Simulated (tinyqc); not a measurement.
## Gain factor and gap resistance from two string resistances

Problem. At small bit-line voltage each of the 48 cells has the resistance 1/(K x) at overdrive x (no mobility reduction) in series with a gap resistance Rg. Find K, Rg and the share of the gaps at the higher overdrive.

resistance of a string of 48 equal cells at overdrives of 4.3 and 7.9 V (kohm): [1218.2326, 794.32911]

Answer. The resistance per cell is a straight line in 1/x with slope 1/K and intercept Rg.

K = 12.00 uA/V^2
Rg = 6.000 kohm
share of the gaps = 36.26 %

Computed by the program tinyqc: `OMP_NUM_THREADS=1 python tinyqc.py 2142023 2142024 out.jsonl`, one thread of a shared Intel Xeon 2.30GHz, about 0.5 s for the whole run.
